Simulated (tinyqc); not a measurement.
Growth mode over temperature: epitaxial growth on a vicinal surface: Burton-Cabrera-Frank step flow, step-edge barrier and island nucleation. Computed by tinyqc, a small Python program. Command: `OMP_NUM_THREADS=1 python tinyqc.py 3010110 3010111 out.jsonl stepflow walk`. One thread of a shared host (Intel(R) Xeon(R) Processor @ 2.30GHz), about 0.01 s of CPU time with the checks.

Adatoms land at rate F, hop on a square grid (a simplification for hexagonal faces), desorb, or join steps. Lengths are in units of a and n is the adatom coverage. Steps ascend at x = 0 and descend at x = l.

Inputs (values chosen for the exercise, close to those used for Ge(001)): site spacing a = 4 angstrom; step height h = 1.41 angstrom; diffusion barrier E_d = 0.662 eV; desorption energy E_a = 2.69 eV; adatom formation energy E_f = 1.08 eV; step-edge barrier E_s = 0.17 eV; attempt frequency nu = 10 THz; deposition rate F = 0.025 layers/s; miscut angle = 0.3 degrees; temperature T = 690 C; critical nucleus size i = 1.

Constants: k_B = 8.617333262e-05 eV/K.

Method:
- D = nu exp(-E_d/(k_B T)) (a^2/s, nu counted per direction); tau = exp(E_a/(k_B T))/nu; x_s = sqrt(D tau); n_eq = exp(-E_f/(k_B T)); terrace width l = h/(a tan(miscut)); Schwoebel length l_s = exp(E_s/(k_B T)) - 1.
- D n'' - n/tau + F = 0 with n(0) = n_eq and -l_s n'(l) = n(l) - n_eq. With u = n - F tau, A = n_eq - F tau, y = l/x_s, s = l_s/x_s: u = A cosh(x/x_s) + B sinh(x/x_s), B = A (1 - cosh y - s sinh y)/(sinh y + s cosh y). Flux into the ascending step J+ = D B/x_s, over the descending one J- = -(D/x_s)(A sinh y + B cosh y); step velocity J+ + J-; growth rate (J+ + J-)/l. For small y: J+ + J- = (F - n_eq/tau) l, J-/J+ = l/(l + 2 l_s).
- Island density on a flat surface without desorption: N = 0.25 (F/D)^(i/(i+2)) exp(E_i/((i+2) k_B T)) per site, with E_i = 0 for i = 1; spacing l_n = N^(-1/2). Step flow needs an effective width l_eff = 2 x(peak) below l_n.
- Temperatures in kelvin are T(C) + 273.15.
- x(peak) solves tanh(x/x_s) = -B/A. Rows where evaporation outweighs deposition are left out.

Scales:
```
T (C)     x_s (a)  l_s (a)  incorporated share  l_n (a)  l_eff/l_n
490    4.9702e+06   12.264             1.00000   101.41    0.76617
540    1.9258e+06   10.314             1.00000   112.43    0.67835
590    8.3285e+05    8.831             1.00000   123.17    0.60998
640    3.9480e+05    7.675             1.00000   133.59    0.55553
690    2.0223e+05    6.754             0.99999   143.67    0.51130
740    1.1066e+05    6.009             0.99993   153.42    0.47478
790    6.4089e+04    5.395             0.99946   162.81    0.44418
840    3.8983e+04    4.884             0.99658   171.86    0.41822
890    2.4747e+04    4.452             0.98150   180.57    0.39596
```

The ratio stays below 1: step flow in every row. Incorporation goes from 100.0 % to 98.2 %.

Extremes, crossings and ranges named in words are read from the listed rows.
